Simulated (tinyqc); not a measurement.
# Small-signal admittance of a forward-biased p+-n diode: what changes with what

Holes injected into a neutral base of width wb with an ohmic contact at its end; low injection, p0 far above the equilibrium density. A small voltage v exp(i w t), w = 2 pi f, modulates the edge density by p0 v/Vt, and the small-signal density obeys Dp d2p/dx2 = (1/tau + i w) p.

Inputs (values chosen for the exercise); permittivity close to that of silicon: temperature T = 275 K; relative permittivity eps_r = 11.7; donor density of the base Nd = 1.8e15 cm^-3; hole diffusion coefficient Dp = 4.8 cm^2/s; hole lifetime tau = 7e-7 s; width of the neutral base wb = 18 um; excess hole density at the junction edge p0 = 2.2e12 cm^-3; acceptor density of the p+ side Na = 5e19 cm^-3; series resistance Rs = 0.003 ohm cm^2; signal frequency f = 94000 Hz.

Constants: q = 1.602176634e-19 C, kB = 1.380649e-23 J/K, Vt = kB T/q, eps0 = 8.8541878128e-14 F/cm where lengths are in cm. Results are converted to the units shown.

Each table varies one quantity; the others keep the values above.

## Admittance against frequency

L = sqrt(Dp tau); direct current J = (q Dp p0/L) coth(wb/L); k = sqrt(1 + i w tau)/L; diffusion admittance Y = (q Dp p0/Vt) k coth(k wb) = G + i w C_diff; junction capacitance C_j = sqrt(q eps0 eps_r Nd/(2 Vr)) in the depletion approximation, with the remaining barrier Vr = Vt ln(Na/p0), a rough value under forward bias; base-width modulation is left out. Measured admittance 1/[Rs + 1/(Y + i w C_j)].

The same in every row: C_j (uF/cm^2) = 0.019291.

Admittance against frequency:
```
f (Hz),w tau,G (S/cm^2),C_diff (uF/cm^2),measured G (S/cm^2),measured C (uF/cm^2),phase of the measured Y (degrees)
2000,0.0087965,0.051662,0.0079169,0.051654,0.027199,0.37912
7000,0.030788,0.051663,0.0079169,0.051655,0.027199,1.3267
30000,0.13195,0.051673,0.0079163,0.051665,0.027198,5.6670
1e5,0.43982,0.051784,0.0079099,0.051777,0.027192,18.262
5e5,2.1991,0.054612,0.0077468,0.054625,0.027029,57.247
2e6,8.7965,0.083515,0.0061448,0.083800,0.025423,75.302
8e6,35.186,0.16576,0.0032024,0.16951,0.022470,81.465
3e7,131.95,0.31756,0.0016720,0.36396,0.020920,84.727
1e8,439.82,0.57825,9.1823e-4,1.0577,0.020110,85.215
```

G starts at J/Vt = 0.0517 S/cm^2 and C_diff at (J tau/(2 Vt))(1 - 2 x/sinh 2x) = 0.00792 uF/cm^2, x = wb/L = 0.982. Between the last two rows G goes as f^(0.50) and C_diff as f^(-0.50); the limits are 1/2 and -1/2, reached when the signal penetrates only sqrt(Dp/w). The measured C is 0.031 % below C_diff + C_j in the first row and 0.49 % below it in the last, the difference being due to Rs.

## Effect of the hole lifetime

Same model as above.

The same in every row: C_j (uF/cm^2) = 0.01929.

Effect of the hole lifetime:
```
tau (s),w tau,G (S/cm^2),C_diff (uF/cm^2),measured G (S/cm^2),measured C (uF/cm^2),phase of the measured Y (degrees)
7e-9,0.004134,0.3895,0.001363,0.3890,0.02061,1.792
3e-8,0.01772,0.1882,0.002818,0.1881,0.02208,3.967
2e-7,0.1181,0.07672,0.006233,0.07671,0.02551,11.11
7e-7,0.4134,0.05177,0.007911,0.05176,0.02719,17.24
3e-6,1.772,0.04273,0.008657,0.04272,0.02794,21.12
2e-5,11.81,0.04025,0.008876,0.04024,0.02816,22.45
7e-5,41.34,0.03993,0.008904,0.03993,0.02819,22.63
```

What does the table show?

As tau goes from 7e-9 to 7e-5, G falls from 0.389 to 0.0399 S/cm^2, C_diff rises from 0.00136 to 0.00890 uF/cm^2 and the measured C rises from 0.0206 to 0.0282 uF/cm^2. C_diff stays below C_j.

Program tinyqc, `OMP_NUM_THREADS=1 python tinyqc.py 2890110 2890111 out.jsonl`; Intel Xeon 2.30GHz, shared host, one thread, about 0.01 s.
